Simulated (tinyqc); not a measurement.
Off-state leakage of single and stacked transistors: one step of the calculation.

n-channel devices of unit width. Subthreshold current I(Vg, Vs, Vd) = I0 (T/300 K)^0.5 exp[(Vg - Vs - VT(T) - gb (Vs - Vb) + dd (Vd - Vs))/(nf Vt)] (1 - exp(-(Vd - Vs)/Vt)), VT(T) = VT - cT (T - 300 K). Gate-edge tunnelling Ig (Vd/1 V) exp(ag (Vd - 1 V)), for a gate at 0 V, and band-to-band leakage Ab u exp(-Bb/u), u = Vd - Vb + 1 V, flow at a drain held at V; both are taken as independent of T. In a stack of off transistors (all gates at 0 V) the same subthreshold current passes through each.

Problem. Leakage of one transistor. Vg = Vs = 0, Vd = V; effective threshold VT(T) - gb Vb - dd V.

Inputs (values chosen for the exercise); values of the order met in bulk silicon logic transistors: temperature T = 398 K; supply voltage V = 1 V; threshold at 300 K, zero drain and body bias VT = 0.38 V; fall of the threshold with temperature cT = 0.6 mV/K; current at threshold at 300 K I0 = 0.12 uA/um; slope factor nf = 1.34; drain-induced lowering per volt dd = 0.06; rise of the threshold per volt of source-body bias gb = 0.2; gate-edge tunnelling current at 1 V Ig = 6e-6 uA/um; exponential slope of the gate current ag = 5.7 1/V; prefactor of band-to-band leakage at the drain Ab = 10 uA/(um V); its exponential voltage Bb = 30 V; body voltage Vb = -0.6 V.

Constants: q = 1.602176634e-19 C, kB = 1.380649e-23 J/K, Vt = kB T/q. Results are converted to the units shown.

Give: effective threshold; parts; total; shares.

Solution.

effective threshold = 0.38120 V
parts (nA/um): subthreshold 0.034537, gate edge 0.0060000, band-to-band 0.25344
total = 0.29398 nA/um
shares (%): subthreshold 11.748, gate edge 2.0409, band-to-band 86.211

The band-to-band part is the largest.

Numbers from tinyqc (`OMP_NUM_THREADS=1 python tinyqc.py 2242007 2242008 out.jsonl`; about 0.03 s on one thread of a shared Intel Xeon 2.30GHz).
